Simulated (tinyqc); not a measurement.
Optical transitions of a finite quantum well: sweeps and comparisons. A value that a table varies takes the place of the one given here.

Each carrier sees a square well of width L with its own depth V and masses m (inside), mb (outside); c = hbar^2/2m0, k = sqrt(m E/c), kappa = sqrt(mb (V - E)/c), and level n solves k L + 2 atan[(k/m)/(kappa/mb)] = n pi. The envelope is cos(kz) for odd n and sin(kz) for even n inside, joins exp(-kappa (|z| - L/2)) outside, and is normalised to 1. Excitons and band mixing are left out.

Constants: hbar^2/2m0 = 3.80998211 eV angstrom^2; e^2/(4 pi eps0) = 14.39964547 eV angstrom; hc = 1239.841984 eV nm.

Inputs chosen for the exercise (near those of a GaAs well in AlGaAs; not measured data):
```
symbol  value                                 unit         meaning
L       98                                    angstrom     well width
Vc      0.162                                 eV           conduction offset
me      0.0686                                m0           electron, well
meb     0.0836                                m0           electron, barrier
eps     11                                                 background dielectric constant
Nss     (0.16, 0.4, 0.8, 1.6, 2.4, 3.2, 4.8)  x 1e12/cm^2  sheet densities
Eg      1.546                                 eV           gap of the well
Vv      0.091                                 eV           valence offset
mh      0.36                                  m0           heavy hole along z, well
mhb     0.399                                 m0           heavy hole, barrier
ml      0.0931                                m0           light hole along z, well
mlb     0.1117                                m0           light hole, barrier
Ls      (39, 47, 61, 79, 109, 145, 191)       angstrom     widths
```

## Depolarisation shift

The collective line lies at E12 sqrt(1 + a), a = 8 pi q (n1 - n2) S/(eps E12), q = e^2/(4 pi eps0), S = integral over z of (integral up to z of psi_1 psi_2)^2. Zero temperature with the mass me in both subbands: n1 - n2 = Ns until Ns reaches D E12, D = me/(2 pi c), and D E12 beyond. 1e12/cm^2 = 1e-4/angstrom^2; exchange and the static band bending by the charge are left out.

Line position:
```
Ns (1e12/cm^2)  n1 - n2       a  line (meV)  shift (meV)
0.16              0.160  0.0521       80.66         2.02
0.40              0.400  0.1302       83.61         4.96
0.80              0.800  0.2604       88.29         9.65
1.6               1.600  0.5208       96.98        18.34
2.4               2.254  0.7335      103.54        24.90
3.2               2.254  0.7335      103.54        24.90
4.8               2.254  0.7335      103.54        24.90
```

S = 7.780 angstrom
E12 = 78.64 meV

The upward shift grows from 2.02 to 24.90 meV, 31.7 % of E12 at most. It stops moving once e2 starts to fill, at Ns = 2.25 e12/cm^2. For small a the shift is a E12/2, linear in Ns; in the last row that rule gives 28.84 meV. S/L = 0.0794, against 5/(9 pi^2) = 0.0563 for hard walls.

## Width of the well

Edge wavelength hc/(Eg + e1 + hh1), squared e1-hh1 overlap, lh1 - hh1, and the 1-2 intersubband energy with f_12 = (m1/c) E12 z_12^2, 1/m1 = <1|1/m|1> (dash: e2 unbound).

Results:
```
L (angstrom)  edge (nm)  overlap^2  lh1 - hh1 (meV)  E12 (meV)   f_12
39                750.2     0.9338             24.0          -      -
47                758.5     0.9469             22.3          -      -
61                769.1     0.9619             18.9      109.7  0.437
79                778.1     0.9733             15.0       98.1  0.961
109               786.6     0.9833             10.5       69.0  0.985
145               792.0     0.9893              7.2       46.3  0.975
191               795.6     0.9932              4.9       30.2  0.968
```

The edge tunes from 750 to 796 nm, towards hc/Eg = 802 nm, while the overlap goes from 0.934 to 0.993. e2 binds at L = pi sqrt(c/(me Vc)) = 58.2 angstrom; f_12 starts from zero there and is 0.437 at 61 angstrom, the rest going to the continuum; among the widths listed it peaks at 0.985 (109 angstrom) and is 0.968 in the widest well, against 0.961 for hard walls.

## What each parameter does

Edge wavelength hc/(Eg + e1 + hh1), squared overlap of e1 and hh1, and the confinement energies. Each row changes one parameter from the base and keeps the others.

Results:
```
case             edge (nm)  overlap^2  e1 (meV)  hh1 (meV)
base                 784.1     0.9805      28.1        7.1
L = 88 angstrom      781.2     0.9771      32.6        8.5
Eg = 1.577 eV        769.0     0.9805      28.1        7.1
Vc = 0.138 eV        784.8     0.9728      26.7        7.1
Vv = 0.073 eV        784.2     0.9864      28.1        6.8
me = 0.0755 m0       784.7     0.9846      26.9        7.1
mh = 0.306 m0        783.7     0.9856      28.1        7.9
meb = 0.1003 m0      784.7     0.9798      26.8        7.1
```

The largest shifts from the base row, up to three for each result and ties (the steps differ in size, so this ranks the rows, not the parameters). edge (nm): Eg -15.1, L -2.9, Vc +0.7. overlap^2: Vc -0.0076, Vv +0.0060, mh +0.0052; unchanged at the printed digits by Eg. e1 (meV): L +4.4, Vc -1.4, meb -1.3; unchanged at the printed digits by Eg, Vv and mh. hh1 (meV): L +1.3, mh +0.7, Vv -0.3; unchanged at the printed digits by Eg, Vc, me and meb.

Run: tinyqc, `OMP_NUM_THREADS=1 python tinyqc.py 1282261 1282262 out.jsonl`; Intel(R) Xeon(R) Processor @ 2.30GHz, one thread, shared host; about 0.08 s of CPU time with all checks.
